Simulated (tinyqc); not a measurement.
## Threshold spread from leakage statistics

Inverse problem. VT is Gaussian with standard deviation s and Ioff goes as exp(-VT/(n Vt)), so Ioff is log-normal: mean/median = exp(w^2/2) with w = s/(n Vt). Find w, s, the relative standard deviation sqrt(exp(w^2) - 1) and the share of devices that leak more than the mean, erfc(w/(2 sqrt(2)))/2.

Values chosen for this exercise:
- T = 400 K (temperature)
- n = 1.15 (subthreshold factor)

Constants: q = 1.602176634e-19 C, kB = 1.380649e-23 J/K, Vt = kB T/q. Results are converted to the units shown.

mean/median of the off current = 1.3144332

Answer. w = sqrt(2 ln(mean/median)); the mean lies w/2 standard deviations out in ln Ioff.

w = 0.7395
s = 29.31 mV
relative standard deviation = 0.8531
share above the mean = 35.58 %

Computed by the program tinyqc: `OMP_NUM_THREADS=1 python tinyqc.py 2090048 2090049 out.jsonl`, one thread of a shared Intel Xeon 2.30GHz, about 0.01 s for the whole run.
